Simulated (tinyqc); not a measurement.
Inside a calculation. Method: plane-wave Kohn-Sham cycle with exchange-only LDA in a layered model solid. One step of it, computed by the program tinyqc.

Question. Iteration 2: Hamiltonian at one k. H(m,m') = (k + G_m)^2/2 delta + V(G_m - G_m'), with V(-G) = V(G).

A solid whose potential varies along x alone (atomic units):
```
parameter                      value
period a                    7.700000
cross-section of the cell  27.000000
electrons per cell                 2
grid points                       16
plane waves -n..n, n               3
k points                           2
V1 in V1 cos(2 pi x/a)     -0.230000
```

V(G_m), m = 0, 1, 2, ... (hartree): [-0.208087, -0.096057, -0.000309, 0.000009, 0.000017, 0.000001, 0.000000]

k = 0.250000 2 pi / a

Give: H.

Answer.

H (hartree), order -3, -2, -1, +0, +1, +2, +3:
$$\begin{pmatrix}
2.3097 & -0.0961 & -0.0003 & 0.0000 & 0.0000 & 0.0000 & 0.0000 \\
-0.0961 & 0.8115 & -0.0961 & -0.0003 & 0.0000 & 0.0000 & 0.0000 \\
-0.0003 & -0.0961 & -0.0208 & -0.0961 & -0.0003 & 0.0000 & 0.0000 \\
0.0000 & -0.0003 & -0.0961 & -0.1873 & -0.0961 & -0.0003 & 0.0000 \\
0.0000 & 0.0000 & -0.0003 & -0.0961 & 0.3121 & -0.0961 & -0.0003 \\
0.0000 & 0.0000 & 0.0000 & -0.0003 & -0.0961 & 1.4774 & -0.0961 \\
0.0000 & 0.0000 & 0.0000 & 0.0000 & -0.0003 & -0.0961 & 3.3084
\end{pmatrix}$$
